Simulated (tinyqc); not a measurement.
# Dose and depth of a threshold implant

Inverse problem. A sheet of D acceptors per cm^2 lies at depth xi inside the depleted layer of a body doped Na. In the depletion approximation VT = Vfb + f2 + q D/Cox + gamma sqrt(f2 + Vsb - q D xi/(eps0 eps_r)), gamma = sqrt(2 eps0 eps_r q Na)/Cox, Cox = eps0 eox/tox. Find gamma, D and xi.

Values chosen for this exercise; band and dielectric values close to those of 4H silicon carbide:

| symbol | value | unit | meaning |
|---|---|---|---|
| eps_r | 9.72 |  | relative permittivity |
| Na | 2.7e16 | cm^-3 | acceptor density deep in the body |
| eox | 8.97 |  | relative permittivity of the gate insulator (close to aluminium oxide) |
| tox | 4.8 | nm | insulator thickness |
| Vfb | -0.4 | V | flat-band voltage |
| f2 | 2.965 | V | band bending 2 phiF at threshold |

Constants: q = 1.602176634e-19 C, eps0 = 8.8541878128e-14 F/cm where lengths are in cm. Results are converted to the units shown.

VT against the source at Vsb = 0 and 1.5 V (V): 2.7072285  2.7297545

Answer. With y^2 = f2 - q D xi/(eps0 eps_r) and d the difference of the thresholds over gamma, sqrt(y^2 + Vsb) - y = d gives y = (Vsb - d^2)/(2 d). The first threshold then gives D, and y^2 gives xi.

gamma = 0.05215 V^0.5
D = 6.500e11 cm^-2
xi = 54.00 nm

tinyqc, about 0.6 s, one thread, Intel Xeon 2.30GHz (shared host): `OMP_NUM_THREADS=1 python tinyqc.py 2080036 2080037 out.jsonl`
